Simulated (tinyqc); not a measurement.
Printed widths: electron-beam lithography: double-Gaussian proximity function, edge placement and dose correction for parallel lines. Computed by tinyqc, a small Python program. Command: `OMP_NUM_THREADS=1 python tinyqc.py 3113968 3113969 out.jsonl proximity walk`. One thread of a shared host (Intel(R) Xeon(R) Processor @ 2.30GHz), about 0.01 s of CPU time with the checks.

Lines are infinitely long. Absorbed energy is counted so that the middle of a very large area written at dose 1 receives 1; the resist develops where it exceeds 1/2.

Inputs (values chosen for the exercise, of the order of those for 100 keV electrons in resist on silicon): forward range alpha = 0.023 micrometre; backscatter range beta = 29 micrometre; backscatter ratio eta = 0.96.

line widths (micrometre): 0.052  0.036  44  0.088  0.051

gaps between the lines (micrometre): 3.1  0.078  3.7  4.1

Method:
- The first line starts at x = 0; each next one starts after the width and the gap.
- f(r) = [exp(-r^2/alpha^2)/alpha^2 + eta exp(-r^2/beta^2)/beta^2]/(pi (1 + eta)). A line from a to b at dose d gives E(x) = d [S(alpha) + eta S(beta)]/(1 + eta), S(s) = [erf((b - x)/s) - erf((a - x)/s)]/2.
- M_ij is the mean of E at the two edges of line i from line j at dose 1.
- Uncorrected edge energies are M 1. Solve M d = 1/2 for the doses d that put the mean edge energy of every line at the threshold.
- Edges are the roots of E(x) = 1/2 between a line centre and the middle of the next gap. Three cases: dose 1 everywhere; one common dose equal to the mean of d; the corrected doses.

Lines (micrometre):
```
line  left edge   right edge       centre
1         0.000  5.20000e-02  2.60000e-02
2         3.152  3.18800e+00  3.17000e+00
3         3.266  4.72660e+01  2.52660e+01
4        50.966  5.10540e+01  5.10100e+01
5        55.154  5.52050e+01  5.51795e+01
```

corrected doses: 1 1.12782, 2 1.04577, 3 1.01323, 4 1.14122, 5 1.28654

Width error, printed less drawn (nm):
```
line  drawn width (nm)   dose 1  mean dose  corrected
1                   52   -5.735     3.1076   2.00e-05
2                   36   -2.575     6.9432   1.70e-05
3                44000   -1.068     7.7453          0
4                   88   -6.270     2.5177   3.40e-05
5                   51  -12.535    -3.3473   1.40e-05
```

What does the comparison show, and why?

With the common mean dose the errors span 11.1 nm. With corrected doses the largest error is below 0.01 nm.

Extremes, crossings and ranges named in words are read from the listed rows.
